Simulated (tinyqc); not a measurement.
Six-band Luttinger-Kohn model with strain: one step. The Hamiltonian. Two cases, with inputs chosen for the exercise.

Task: Each term is the sum of its two parts.

Six-band Luttinger-Kohn model in the basis |3/2,3/2>, |3/2,1/2>, |3/2,-1/2>, |3/2,-3/2>, |1/2,1/2>, |1/2,-1/2>, electron energies, zero at the top of the unstrained valence band. H = -[rows: (P+Q, -S, R, 0, -S/r2, r2 R); (-S*, P-Q, 0, R, -r2 Q, r32 S); (R*, 0, P-Q, S, r32 S*, r2 Q); (0, R*, S*, P+Q, -r2 R*, -S*/r2); (-S*/r2, -r2 Q, r32 S, -r2 R, P+Dso, 0); (r2 R*, r32 S*, r2 Q, -S/r2, 0, P+Dso)], r2 = sqrt(2), r32 = sqrt(3/2). Levels are twofold.

Give: H(k).

Case 1.

Values chosen (out of a larger set: near those of Ge; not measured data): Dso = 0.304 eV (spin-orbit splitting).

Terms (eV):

| term | from k | from strain |
|---|---|---|
| P | 0.0813203 | 0.0085164 |
| Q | 0.0257250 | -0.0251726 |
| R | -0.0124760+0.0570668i | 0.0436002 |
| S | 0.0000000 | 0.0000000 |

Result:

H(k) (eV):
```
                  3/2,3/2          3/2,1/2         3/2,-1/2         3/2,-3/2         1/2,1/2         1/2,-1/2
3/2,3/2           -0.0904                0  -0.0311-0.0571i                0               0  -0.0440-0.0807i
3/2,1/2                 0          -0.0893                0  -0.0311-0.0571i          0.0008                0
3/2,-1/2  -0.0311+0.0571i                0          -0.0893                0               0          -0.0008
3/2,-3/2                0  -0.0311+0.0571i                0          -0.0904  0.0440-0.0807i                0
1/2,1/2                 0           0.0008                0   0.0440+0.0807i         -0.3938                0
1/2,-1/2  -0.0440+0.0807i                0          -0.0008                0               0          -0.3938
```

Case 2.

Values chosen (out of a larger set: near those of Ge; not measured data): Dso = 0.293 eV (spin-orbit splitting).

Terms (eV):

| term | from k | from strain |
|---|---|---|
| P | 0.0399576 | 0.0070556 |
| Q | 0.0127111 | 0.0000000 |
| R | -0.0219601-0.0021064i | -0.0169397i |
| S | 0.0000000 | -0.0169397+0.0169397i |

Result:

H(k) (eV):
```
                  3/2,3/2          3/2,1/2        3/2,-1/2         3/2,-3/2          1/2,1/2         1/2,-1/2
3/2,3/2           -0.0597  -0.0169+0.0169i  0.0220+0.0190i                0  -0.0120+0.0120i   0.0311+0.0269i
3/2,1/2   -0.0169-0.0169i          -0.0343               0   0.0220+0.0190i           0.0180   0.0207-0.0207i
3/2,-1/2   0.0220-0.0190i                0         -0.0343   0.0169-0.0169i   0.0207+0.0207i          -0.0180
3/2,-3/2                0   0.0220-0.0190i  0.0169+0.0169i          -0.0597  -0.0311+0.0269i  -0.0120-0.0120i
1/2,1/2   -0.0120-0.0120i           0.0180  0.0207-0.0207i  -0.0311-0.0269i          -0.3400                0
1/2,-1/2   0.0311-0.0269i   0.0207+0.0207i         -0.0180  -0.0120+0.0120i                0          -0.3400
```

Computed by tinyqc, one run a case: `OMP_NUM_THREADS=1 python tinyqc.py N N+1 out.jsonl` with N = 1080288, 1080457; one thread of a shared Intel(R) Xeon(R) Processor @ 2.30GHz, about 0.08 s a run at most.
